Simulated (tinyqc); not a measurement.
What moves the results: gated graphene: carriers, quantum capacitance and optical conductivity. A value that a table varies takes the place of the one given here.

Cones E = +/- hv |k|, four flavours, D(E) = 2|E|/(pi hv^2). n = (2/pi)(kT/hv)^2 F_1(mu/kT), p = (2/pi)(kT/hv)^2 F_1(-mu/kT), in 1/angstrom^2 (1e16 for 1/cm^2); F_1(eta) = integral_0^infinity x dx/(1 + exp(x - eta)). Cq/e^2 = d(n - p)/d mu = (2 kT/(pi hv^2)) ln(2 + 2 cosh(mu/kT)).

Gate: V = mu/e + e (n - p)/Cox with Cox/e^2 = k/(4 pi e2 t), t in angstrom, e2 = e^2/(4 pi eps0); 1/(eV angstrom^2) in C/e^2 equals 1602.176634 microfarad/cm^2; total 1/C = 1/Cox + 1/Cq.

Conductivity over sigma0 = e^2/(4 hbar): interband Re = sinh(E/2kT)/(cosh(mu/kT) + cosh(E/2kT)); intraband Re = (8 kT/pi) ln(2 cosh(mu/2kT)) Gm/(E^2 + Gm^2). A free sheet absorbs about pi alpha_f Re(sigma/sigma0), alpha_f the fine-structure constant (alpha among the constants).

Constants: kB = 8.617333262e-05 eV/K; e^2/(4 pi eps0) = 14.39964547 eV angstrom; fine-structure constant alpha = 0.007297352564.

Inputs chosen for the exercise (Fermi velocity near that of graphene, gate dielectric near SiO2; shifted at random, so the results belong to these values and not to a real crystal): hv = 6.66 eV angstrom (hbar vF); T = 300 K; k = 4.09 (dielectric constant of the gate layer); t = 30 nm (its thickness); Gm = 20 meV (intraband damping); V = -3.05 V (gate voltage from the neutrality point).

## Gate sweep

Results:
```
V (V)  mu (eV)  n - p (1/cm^2)  n + p (1/cm^2)  Cq (microfarad/cm^2)  C/Cox  Cox V/e (1/cm^2)
0       0.0000               0        1.58e+11                 0.824  0.872                 0
0.091   0.0115        5.99e+10        1.67e+11                 0.853  0.876          6.86e+10
0.24    0.0288        1.59e+11        2.17e+11                  1.00  0.892          1.81e+11
0.61    0.0616        4.13e+11        4.30e+11                  1.52  0.927          4.60e+11
1.2     0.0972        8.31e+11        8.35e+11                  2.26  0.949          9.04e+11
2.1     0.1358        1.48e+12        1.48e+12                  3.13  0.963          1.58e+12
3.0     0.1660        2.14e+12        2.14e+12                  3.82  0.969          2.26e+12
4.6     0.2095        3.31e+12        3.31e+12                  4.82  0.976          3.47e+12
6.7     0.2558        4.86e+12        4.86e+12                  5.88  0.980          5.05e+12
```

At neutrality n + p = 1.58e+11 1/cm^2 of thermal carriers remain and C/Cox = 0.872; at the last row C/Cox = 0.980 and the plain capacitor rule overstates n - p by 4.0 %. Between the last two rows mu goes as V^0.53; for |mu| well above kT the limits are 1/2 where Cox is small against Cq and 1 where it is large.

## Absorption spectrum

mu = -0.16753 eV

Results:
```
E (eV)  interband  intraband  absorption (%)
0.034      0.0022     2.7431           6.294
0.067      0.0052     0.8730           2.013
0.117      0.0144     0.3029           0.727
0.168      0.0379     0.1491           0.429
0.235      0.1261     0.0767           0.465
0.285      0.2752     0.0523           0.751
0.335      0.4997     0.0379           1.232
0.385      0.7243     0.0287           1.726
0.436      0.8757     0.0224           2.059
0.536      0.9799     0.0148           2.280
0.670      0.9985     0.0095           2.311
1.005      1.0000     0.0042           2.302
```

The edge lies at 2|mu| = 0.335 eV and, for |mu| above about 3 kT (here 6.5), rises from 10 % to 90 % over about 8.8 kT = 0.227 eV. The absorption is lowest, 0.429 %, at 0.168 eV of those listed, between the Drude tail and the edge; at the last row it is 2.302 % against pi alpha_f = 2.293 %. The thin-sheet formula fails where the absorption is large, and trigonal warping matters above about 1.5 eV.

## What moves the Fermi level

All results formed anew. Each row changes one parameter from the base and keeps the others.

Results:
```
case                   mu (eV)  n - p (1/cm^2)   C/Cox
base                   -0.1675      -2.172e+12  0.9696
V = -3.965 V           -0.1934      -2.842e+12  0.9736
t = 21 nm              -0.2013      -3.066e+12  0.9641
k = 4.91               -0.1842      -2.592e+12  0.9669
hv = 7.33 eV angstrom  -0.1850      -2.159e+12  0.9668
T = 400 K              -0.1626      -2.175e+12  0.9688
```

The largest shifts from the base row, up to three for each result and ties (the steps differ in size, so this ranks the rows, not the parameters). mu (eV): t -0.0338, V -0.0259, hv -0.0175. n - p (1/cm^2): t -8.94e+11, V -6.70e+11, k -4.20e+11. C/Cox: t -0.0055, V +0.0039, hv -0.0028.

tinyqc: `OMP_NUM_THREADS=1 python tinyqc.py 1652617 1652618 out.jsonl`; about 0.01 s, one thread, shared Intel(R) Xeon(R) Processor @ 2.30GHz.
